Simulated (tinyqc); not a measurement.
Magnetisation curve: two coupled magnetic layers: synthetic antiferromagnet, spin flop, exchange bias and magnetoresistance. Computed by tinyqc, a small Python program. Command: `OMP_NUM_THREADS=1 python tinyqc.py 3023775 3023776 out.jsonl saf walk`. One thread of a shared host (Intel(R) Xeon(R) Processor @ 2.30GHz), about 0.2 s of CPU time with the checks.

Moments lie in the plane at the angles p1, p2 from the field. Energy per area: E = J1 cos(p1 - p2) + J2 cos^2(p1 - p2) - B M_s (t1 cos p1 + t2 cos p2) + K (t1 cos^2 p1 + t2 cos^2 p2).

Inputs (values chosen for the exercise, for a model stack):

| quantity | value | unit |
|---|---|---|
| saturation magnetisation M_s | 1360 | kA/m |
| thickness t1 | 4.1 | nm |
| thickness t2 | 4.1 | nm |
| antiferromagnetic coupling J1 | 0.6 | mJ/m^2 |
| biquadratic coupling J2 | 0.017 | mJ/m^2 |
| in-plane anisotropy K | 3.5 | kJ/m^3 |
| field over the saturation field | 0.8 | - |

Field direction: along the hard axis.

Method. The parallel state is stable while the Hessian at p1 = p2 = 0 is positive: with c = J1 + 2 J2 and u = B M_s - 2K, (u t1 - c)(u t2 - c) > c^2, so B_sat M_s = c (1/t1 + 1/t2) + 2K. B_K = 2K/M_s. The lowest minimum of E over both angles (from five starts; of two mirror images the one with p1 >= 0, and for equal layers |p1| <= |p2|).

saturation field B_sat = 232.550 mT

Equilibrium states:

| B/B_sat | B (mT) | p1 (degrees) | p2 (degrees) | m/m_sat |
|---|---|---|---|---|
| 0.02 | 4.65 | 88.720 | -88.720 | 0.0223 |
| 0.06 | 13.95 | 86.159 | -86.159 | 0.0670 |
| 0.12 | 27.91 | 82.312 | -82.312 | 0.1338 |
| 0.20 | 46.51 | 77.165 | -77.165 | 0.2221 |
| 0.30 | 69.77 | 70.676 | -70.676 | 0.3309 |
| 0.45 | 104.65 | 60.724 | -60.724 | 0.4890 |
| 0.60 | 139.53 | 50.235 | -50.235 | 0.6396 |
| 0.80 | 186.04 | 34.170 | -34.170 | 0.8274 |
| 0.95 | 220.92 | 16.620 | -16.620 | 0.9582 |
| 1.10 | 255.81 | 0.000 | 0.000 | 1.0000 |

What does the comparison show, and why?

From the first row the moments are canted and close at B_sat. The largest gap between m/m_sat and B/B_sat in the canted rows is 0.040: J2 bends the curve.

Extremes, crossings and ranges named in words are read from the listed rows.
